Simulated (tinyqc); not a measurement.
Input admittance of a MOSFET at zero drain bias: distributed channel and distributed gate: two steps of the calculation.

Source and drain grounded, strong inversion, w = 2 pi f, Cox = eps0 eox/tox. The channel is an RC line of resistance 1/(mu Cox Vo) per square fed from both ends, so one finger has the intrinsic admittance y = i w Cox L tanh(g)/g per width, g = (1/2) sqrt(i w tau), tau = L^2/(mu Vo). The vertical resistance rv/L is in series with y, the overlaps 2 i w Cov in parallel: y_t = 1/(1/y + rv/L) + 2 i w Cov. The gate strip is a line of Rsh/L per length loaded by y_t, so a finger has Y = y_t Wf tanh(k)/k, k = (Wf/sd) sqrt(y_t Rsh/L); the device has Nf Y.

Values chosen for this exercise; values of the order met in silicon radio-frequency transistors: relative permittivity of the gate insulator (close to silicon dioxide) eox = 3.9; insulator thickness tox = 3.1 nm; channel length L = 0.98 um; finger width Wf = 1.7 um; number of fingers Nf = 32; channel mobility mu = 160 cm^2/(V s); gate overdrive Vo = 0.45 V; sheet resistance of the gate Rsh = 4.9 ohm/square; vertical resistivity of the gate stack rv = 7 ohm um^2; number of ends at which a finger is contacted sd = 2; overlap and fringe capacitance on each side Cov = 0.34 fF/um; frequency f = 4.5 GHz.

Constants: eps0 = 8.8541878128e-14 F/cm where lengths are in cm. Results are converted to the units shown.

Question 1. Low-frequency resistances and capacitance. Low-frequency limits, with c = Cox L and ct = c + 2 Cov: R_strip = Rsh Wf/(3 sd^2 L Nf), R_ch = (c/ct)^2 L/(12 mu Cox Vo Wf Nf), R_vert = (c/ct)^2 rv/(L Wf Nf), C = ct Wf Nf.

Give: parts; sum; C; 1/(2 pi R C).

Answer 1.

parts (ohm): strip 0.02214, channel 16.59, vertical 0.1164
sum = 16.73 ohm
C = 630.8 fF
1/(2 pi R C) = 15.08 GHz

The channel term is the largest, 99.2 % of the sum.

Question 2. Input impedance of the device. k and Y as defined; Z = 1/(Nf Y) = R + 1/(i w C); Q = |Im Z|/R; signal at the point farthest from a contact |1/cosh k|.

y_t = 85.31738+295.61239i uS/um

Find: k; Nf Y; R; C; Q; signal at the far point.

Answer 2.

k = 0.02664+0.02004i
Nf Y = 4.65+16.08i mS
R = 16.59 ohm
C = 616.1 fF
Q = 3.460
signal at the far point = 0.9998

Computed by the program tinyqc: `OMP_NUM_THREADS=1 python tinyqc.py 2262118 2262119 out.jsonl`, one thread of a shared Intel Xeon 2.30GHz, about 0.01 s for the whole run.
